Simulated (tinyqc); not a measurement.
Inside a calculation. Method: coherent transport through a tight-binding region between two chains. One step of it, computed by the program tinyqc.

Question. Transmission at E = -0.7 eV. Surface Green function g = (E - i sqrt(4 t^2 - E^2)) / (2 t^2); self-energy tc^2 g on each contact site; G = (E - H - Sigma)^(-1); Gamma = -2 Im Sigma; T = Gamma_L Gamma_R |G_LR|^2; local density of states -Im G_ii / pi.

H of the central region (eV), lower triangle:
```
           1          2          3          4          5         6
1   0.000000
2  -1.560000   0.000000
3   0.000000  -1.560000   0.000000
4   0.000000   0.000000  -1.560000   0.000000
5   0.000000   0.000000   0.000000  -1.560000   0.000000
6   0.000000   0.000000   0.000000   0.000000  -1.560000  0.000000
```

Leads: semi-infinite chains with site energy 0:

| parameter | value |
|---|---|
| lead hopping t (eV) | 1.660000 |
| coupling to the left lead (eV) | 0.510000 |
| coupling to the right lead (eV) | 0.410000 |
| left contact site | 1 |
| right contact site | 6 |

E = -0.700000 eV

Give: g; G; local density of states; transmission.

Answer.

g = -0.1270-0.5889i 1/eV

G (1/eV), lower triangle:
```
                 1                2                3                4
1   0.4717-3.9006i
2   0.4597-1.7140i   0.0283-0.7779i
3  -0.2654+3.1315i   0.1940+1.3649i   0.3525-2.5190i
4  -0.5788+3.1191i   0.0588+1.3904i   0.6052-2.4952i   0.2128-2.5100i
5   0.0057-1.7319i  -0.1676-0.7410i  -0.0809+1.3994i   0.1313+1.3689i
6   0.5814-3.8962i  -0.1340-1.7229i  -0.6415+3.1232i  -0.1539+3.1243i

                5               6
5  0.1398-0.7851i
6  0.5725-1.7212i  0.4107-3.8966i
```

local density of states (1/eV): 1.2416  0.2476  0.8018  0.7990  0.2499  1.2403

transmission = 0.9412
